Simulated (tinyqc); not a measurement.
What each parameter does: two-dimensional electron gas with Rashba and Dresselhaus coupling.

H = c k^2/m + al (ky sx - kx sy) + b1 (kx sx - ky sy) + gam kx ky (kx sy - ky sx), s the Pauli matrices, x = [100], c = hbar^2/2m0, b1 = gam (pi/L)^2 (hard walls). H = c k^2/m + B.s, so E = c k^2/m -/+ |B| and the lower state has its spin along -B.

Constants: hbar^2/2m0 = 3.80998211 eV angstrom^2.

Parameters, chosen for this exercise (of the size met in GaN; shifted at random, so the results belong to these values and not to a real crystal): m = 0.23 m0 (mass); al = 0.003 eV angstrom (Rashba constant); gam = 0 eV angstrom^3 (bulk Dresselhaus constant); L = 105 angstrom (width of the (001) well); n = 2.3 1e11/cm^2 (sheet density (one subband filled)).

Splittings 2|B| at k0 = sqrt(2 pi n) along [100], [110] and [-110], and E0 = c k0^2/m; 1e11/cm^2 = 1e-5/angstrom^2.

One parameter was then changed.

Results before and after:
```
case     [100] (meV)  [110] (meV)  [-110] (meV)  E0 (meV)
base          0.0721       0.0721        0.0721      2.39
changed       0.0968       0.1315        0.0128      2.39
```

Which of these changes was made? (a) gam = 3 eV angstrom^3; (b) L = 125 angstrom; (c) al = 0.0036 eV angstrom; (d) n = 3.45 1e11/cm^2; (e) m = 0.253 m0.

Answer: (a) gam = 3 eV angstrom^3. Of the candidates, run in turn, only this one gives the changed row.

All candidates:
```
case                     [100] (meV)  [110] (meV)  [-110] (meV)  E0 (meV)
base                          0.0721       0.0721        0.0721      2.39
m = 0.253 m0                  0.0721       0.0721        0.0721      2.18
al = 0.0036 eV angstrom       0.0866       0.0866        0.0866      2.39
gam = 3 eV angstrom^3         0.0968       0.1315        0.0128      2.39
L = 125 angstrom              0.0721       0.0721        0.0721      2.39
n = 3.45 1e11/cm^2            0.0883       0.0883        0.0883      3.59
```

Computed by tinyqc, a small Python program: `OMP_NUM_THREADS=1 python tinyqc.py 1450412 1450413 out.jsonl` (the numbers bound the seed that draws the inputs); one thread of a shared host (Intel(R) Xeon(R) Processor @ 2.30GHz), about 0.01 s for the whole set of steps.
